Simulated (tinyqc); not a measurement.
Six-band Luttinger-Kohn model with strain: sweeps and comparisons. A value that a table varies takes the place of the one given here.

Six-band Luttinger-Kohn model in the basis |3/2,3/2>, |3/2,1/2>, |3/2,-1/2>, |3/2,-3/2>, |1/2,1/2>, |1/2,-1/2>, electron energies, zero at the top of the unstrained valence band. H = -[rows: (P+Q, -S, R, 0, -S/r2, r2 R); (-S*, P-Q, 0, R, -r2 Q, r32 S); (R*, 0, P-Q, S, r32 S*, r2 Q); (0, R*, S*, P+Q, -r2 R*, -S*/r2); (-S*/r2, -r2 Q, r32 S, -r2 R, P+Dso, 0); (r2 R*, r32 S*, r2 Q, -S/r2, 0, P+Dso)], r2 = sqrt(2), r32 = sqrt(3/2). Levels are twofold.

P = c g1 k^2 - av tr(e); Q = c g2 (kx^2 + ky^2 - 2 kz^2) - (b/2)(exx + eyy - 2 ezz); R = c sqrt3 [-g2 (kx^2 - ky^2) + 2i g3 kx ky] + (sqrt3/2) b (exx - eyy) - i d exy; S = 2 c sqrt3 g3 (kx - i ky) kz - d (exz - i eyz); c = hbar^2/2m0, e the strain tensor (not engineering shear).

s11 = (C11 + C12)/((C11 - C12)(C11 + 2 C12)), s12 = -C12/((C11 - C12)(C11 + 2 C12)), s44 = 1/C44; exx = s11 sxx + s12 (syy + szz) and cyclic, exy = s44 sxy/2; tension is positive. A uniaxial stress X along the unit vector n is s_ij = X n_i n_j.

Constants: hbar^2/2m0 = 3.80998211 eV angstrom^2; kB = 8.617333262e-05 eV/K.

Inputs chosen for the exercise (near those of InP; the results hold for these values, not for the real material):
- Dso = 0.107 eV (spin-orbit splitting)
- g1 = 5.09 (Luttinger gamma1)
- g2 = 1.6 (gamma2)
- g3 = 2.1 (gamma3)
- av = 0.6 eV (valence hydrostatic potential)
- b = -2.01 eV (tetragonal shear potential)
- d = -5 eV (trigonal shear potential)
- C11 = 100.8 GPa
- C12 = 56.6 GPa
- C44 = 46 GPa
- load = uniaxial [001] (kind of stress)
- X1 = 0.8 GPa (size of the stress)
- T = 200 K (temperature)
- E_h = 20 meV (hole energy below the top)
- X = -1.67 GPa (stress)

## Sweep of a uniaxial [001] stress

Edges at k = 0 and curvature masses of the top pair along [100] and [001] (step 0.0002 1/angstrom); at zero stress the top is fourfold and has no single curvature.

Edges and masses:
```
X (GPa)  top (eV)  second (eV)  third (eV)  splitting (meV)  m [100]  m [001]
-2.10      0.1572      -0.1014     -0.1804            258.5    0.500    0.089
-1.40      0.0985      -0.0676     -0.1496            166.0    0.477    0.090
-0.70      0.0432      -0.0338     -0.1223             77.0    0.419    0.095
0.00       0.0000       0.0000     -0.1070              0.0        -        -
0.70       0.0338      -0.0088     -0.1261             42.6    0.149    0.529
1.40       0.0676       0.0112     -0.1740             56.4    0.149    0.529
2.10       0.1014       0.0398     -0.2305             61.6    0.149    0.529
```

What can be read from the table?

The splitting reaches 258.5 meV under compression and 61.6 meV under the same tension; linear shear terms alone would make the two equal, and the difference comes from the coupling to the split-off band. At the ends of the sweep the top pair has a mass along [100] of 0.500 under compression and 0.149 under tension, so tension gives the lighter holes along [100]; along [001] it has 0.089 and 0.529. The top edge itself moves by +157 and +101 meV. The ends of the sweep mean strains up to 3.5 %, beyond the range of linear deformation potentials.

## Which stress helps holes along [110]

Each load has size X1 (biaxial: sxx = syy); masses are curvatures of the top pair at k = 0.

Results:
```
load                         splitting (meV)  top edge (meV)  m [110]  m [001]
uniaxial [110], compression             66.1            36.5    0.087    0.430
uniaxial [110], tension                 42.1            31.5    0.698    0.122
uniaxial [100], compression             89.3            50.7    0.154    0.431
uniaxial [100], tension                 45.7            38.6    0.233    0.149
uniaxial [111], compression             59.1            31.8    0.118    0.196
uniaxial [111], tension                 37.0            27.3    0.334    0.196
biaxial (001), compression              45.7            31.9    0.149    0.529
biaxial (001), tension                  89.3            57.4    0.431    0.094
```

What can be read from the table?

The lightest mass along [110] (0.087) comes with uniaxial [110], compression. The largest splitting (89.3 meV) comes with uniaxial [100], compression; biaxial (001), tension. The heaviest mass along [001] (0.529), which lowers the confinement energy in a (001) channel, comes with biaxial (001), compression. The splitting per GPa follows b (s11 - s12) for loads along cube axes and d s44 for [111]: here 2 |b| (s11 - s12) = 91.0 and |d| s44/sqrt3 = 62.8 meV per GPa in the limit of large Dso; where the splitting nears Dso, mixing with the split-off band makes it depend on the sign of the load.

## Thermally averaged conductivity mass under uniaxial [001] stress

Non-degenerate holes: weights exp(E/kT) on a 16 x 16 x 16 grid of midpoints in the cube |k_i| < 0.2 1/angstrom; 1/m_c = <(dE/dk_u)^2>/(hbar^2 kT) along [100], over all six bands. With an unchanged scattering time the mobility goes as 1/m_c.

Averages:
```
X (GPa)  share of the top pair  m_c (m0)  gain m_c(0)/m_c
-2.10                    1.000     0.580            1.093
-0.70                    0.994     0.602            1.054
0.00                     0.934     0.634            1.000
0.70                     0.976     0.503            1.260
2.10                     0.990     0.412            1.539
```

What does this show?

The largest gain from mass alone is 1.54 at X = 2.10 GPa, where the top pair holds 99 % of the holes (93 % without stress); the opposite end of the sweep gives 1.09; the grid is good to about 0.02 in these ratios. The average reaches energies of a few kT, beyond the range of the edge curvature, and changes of scattering are left out. The ends of the sweep lie beyond the range of linear deformation potentials.

## Warping of the constant-energy contours (six-band Luttinger-Kohn model)

No strain (e = 0). In the plane kz = 0, |k| where the top and second pairs lie E_h below the top, against the angle from [100]; m = c k^2/E_h.

Contours:
```
angle (degrees)  k top (1/angstrom)  k second (1/angstrom)  m top (m0)  m second (m0)
0                            0.0527                 0.0260       0.529          0.129
9                            0.0539                 0.0259       0.553          0.128
18                           0.0575                 0.0257       0.629          0.125
27                           0.0633                 0.0254       0.763          0.123
36                           0.0702                 0.0252       0.938          0.121
45                           0.0738                 0.0251       1.038          0.120
```

How do the results move?

The heavy contour reaches 1.401 times as far along [110] as along [100], the light one 0.966 times. The warping follows g3 - g2 = 0.50 and would vanish for g2 = g3. Along [100] the heavy mass is 1/(g1 - 2 g2) = 0.529 at any energy, while the light one is 0.1288, against 1/(g1 + 2 g2) = 0.1206 at the edge, for E_h/Dso = 0.19.

## What each parameter does

Edges at k = 0 under a uniaxial [001] stress X and the curvature mass of the top pair along [100] (step 0.0002 1/angstrom). Each row changes one parameter from the base and keeps the others.

Results:
```
case             top (eV)  second (eV)  third (eV)  mass (m0)
base               0.1209      -0.0806     -0.1613      0.488
X = -2.004 GPa     0.1490      -0.0968     -0.1761      0.498
b = -1.608 eV      0.0923      -0.0654     -0.1479      0.473
av = 0.48 eV       0.1218      -0.0797     -0.1603      0.488
d = -6 eV          0.1209      -0.0806     -0.1613      0.488
g3 = 2.52          0.1209      -0.0806     -0.1613      0.488
C12 = 67.92 GPa    0.1716      -0.1063     -0.1849      0.503
Dso = 0.086 eV     0.1248      -0.0806     -0.1442      0.500
```

How do the results move?

The largest shifts from the base row, up to three for each result and ties (the steps differ in size, so this ranks the rows, not the parameters). top (eV): C12 +0.0507, b -0.0286, X +0.0281; unchanged at the printed digits by d and g3. second (eV): C12 -0.0257, X -0.0161, b +0.0152; unchanged at the printed digits by d, g3 and Dso. third (eV): C12 -0.0237, Dso +0.0171, X -0.0148; unchanged at the printed digits by d and g3. mass (m0): C12 +0.015, b -0.015, Dso +0.011; unchanged at the printed digits by av, d and g3. The Luttinger parameters multiply k^2 and cannot move the edges; av shifts all edges alike and leaves the mass.

Computed by tinyqc, a small Python program: `OMP_NUM_THREADS=1 python tinyqc.py 1050160 1050161 out.jsonl` (the numbers bound the seed that draws the inputs); one thread of a shared host (Intel(R) Xeon(R) Processor @ 2.30GHz), about 0.2 s for the whole set of steps.
